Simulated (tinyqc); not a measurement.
Electromigration in a confined line: Blech product, Korhonen stress evolution and Black's law. Changing the test temperature T. Computed by tinyqc, a small Python program. Command: `OMP_NUM_THREADS=1 python tinyqc.py 3008084 3008085 out.jsonl emigr sweep`. One thread of a shared host (Intel(R) Xeon(R) Processor @ 2.30GHz), about 0.01 s of CPU time with the checks.

The electron wind pushes atoms from the cathode (x = 0) to the anode (x = L); blocking ends build a back stress (tension positive). The input rho is taken not to change with temperature. d sigma/dt = d/dx [kappa (d sigma/dx + G)], with zero flux at both ends and sigma = sigma_0 at t = 0.

Inputs (values chosen for the exercise, close to those used for copper lines): resistivity rho = 3.14 micro-ohm cm; atomic volume Omega = 11.8 angstrom^3; effective charge number Z* = 1.8; prefactor D0 = 2.7e-08 m^2/s; activation energy E = 0.844 eV; effective modulus B = 24 GPa; critical stress sigma_c = 100 MPa; initial stress sigma_0 = 29 MPa; current density j = 1.7 MA/cm^2; line length L = 190 um; use temperature T_u = 125 C; use current density j_u = 0.37 MA/cm^2; current exponent n = 1.5.

Start: thermal stress.

Constants: e = 1.602176634e-19 C; k_B = 8.617333262e-05 eV/K; k_B = 1.380649e-23 J/K.

Method:
- G = Z* e rho j/Omega; D = D0 exp(-E/(k_B T)); kappa = D B Omega/(k_B T); drift velocity of an unconfined line v = D Z* e rho j/(k_B T). SI: 1 micro-ohm cm = 1e-8 ohm m, 1 MA/cm^2 = 1e10 A/m^2.
- Temperatures in kelvin are T(C) + 273.15.
- At steady state sigma(x) = sigma_0 + G (L/2 - x). A void forms only if the cathode stress reaches sigma_c, that is if j L exceeds (j L)_c = 2 Omega (sigma_c - sigma_0)/(Z* e rho). Time scale tau = L^2/kappa.
- Median life t50 = A j^(-n) exp(E/(k_B T)); acceleration factor = t50(use)/t50(test) = (j/j_u)^n exp[(E/k_B)(1/T_u - 1/T)].

One run for each value:
```
test temperature T (C)     tau (h)  drift velocity (nm/h)  acceleration factor  critical product (j L)_c (A/cm)
150                     8.6395e+04             2.2714e-01           4.2126e+01                           1850.4
175                     2.5157e+04             7.8004e-01           1.5322e+02                           1850.4
200                     8.3701e+03             2.3445e+00           4.8619e+02                           1850.4
225                     3.1184e+03             6.2928e+00           1.3740e+03                           1850.4
250                     1.2798e+03             1.5333e+01           3.5158e+03                           1850.4
275                     5.7095e+02             3.4370e+01           8.2574e+03                           1850.4
300                     2.7384e+02             7.1661e+01           1.8002e+04                           1850.4
325                     1.3991e+02             1.4026e+02           3.6770e+04                           1850.4
350                     7.5569e+01             2.5968e+02           7.0924e+04                           1850.4
```

Over the rows, tau (h) falls from 86400 to 75.6; drift velocity (nm/h) rises from 0.227 to 260. With rho, Z* and sigma_c held fixed the critical product does not depend on temperature; only the clock does.
